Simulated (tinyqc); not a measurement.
# Inductance and parasitic capacitance from two readings

Problem. A loss-free coil L in parallel with C shows the apparent inductance L/(1 - w^2 L C), w = 2 pi f. Find L, C and the self-resonance 1/(2 pi sqrt(L C)).

apparent inductance at 14 and 27 GHz (nH): [0.66011292, 1.2846495]

Solution. The inverse of the reading is 1/L - w^2 C, a straight line in w^2.

L = 0.5600 nH
C = 35.00 fF
self-resonance = 35.95 GHz

tinyqc, about 0.01 s, one thread, Intel Xeon 2.30GHz (shared host): `OMP_NUM_THREADS=1 python tinyqc.py 2302133 2302134 out.jsonl`
